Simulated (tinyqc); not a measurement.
Thermal and gravitational stress in a wafer during furnace and rapid thermal processing, and the onset of slip: one step, computed by the program tinyqc.

A thin free disc in plane stress, isotropic; T(r) = T_centre + dT (r/R)^n with n = 2. Stress is positive in tension; sigma_SB = 5.670374419e-8 W/(m^2 K^4), g = 9.80665 m/s^2.

Task: Gravity. Own weight q = rho g t on a ring of radius b R, x = r/R: moments of an edge-supported plate, M_r = q R^2 (3 + nu)(1 - x^2)/16 and M_t = q R^2 [(3 + nu) - (1 + 3 nu) x^2]/16, less the uniform moment inside the ring load, q R^2 [(1 - nu)(1 - b^2) - 2 (1 + nu) ln b]/8; stress at the lower face = 6 M/t^2.

Inputs (values chosen for the exercise, modelled on silicon):

| quantity | value | unit |
|---|---|---|
| wafer radius R | 150 | mm |
| thickness t | 775 | micrometre |
| Poisson ratio nu | 0.27 | - |
| density rho | 2330 | kg/m^3 |
| radius of the support ring over R | 0.66 | - |

Give: stress at the centre; radial stress at the ring; hoop stress at the ring.

Result:

stress at the centre = 0.08338 MPa

radial stress at the ring = -0.2710 MPa

hoop stress at the ring = -0.1128 MPa
